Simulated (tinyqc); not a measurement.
## Charge imbalance from the loss of breakdown voltage

Question. In a superjunction of pillar doping N and length Lp an imbalance dl lowers BV by q |dl| N Lp^2/(4 eps0 eps_r), as long as the field reaches through the pillar. Find |dl| and the net dose error |dl| N wp.

Values chosen for this exercise:
- eps_r = 11.4 (relative permittivity of the semiconductor)
- wp = 3 um (width of each pillar)

Constants: q = 1.602176634e-19 C, eps0 = 8.8541878128e-14 F/cm where lengths are in cm. Results are converted to the units shown.

BV balanced and BV measured (V): [470, 362.36800]
N = 8.3160505e15 cm^-3
Lp = 20.853699 um

Solution. The loss is linear in |dl|; its sign cannot be told from BV.

|dl| = 7.500 %
dose error = 1.871e11 cm^-2

tinyqc, about 0.01 s, one thread, Intel Xeon 2.30GHz (shared host): `OMP_NUM_THREADS=1 python tinyqc.py 2590110 2590111 out.jsonl`
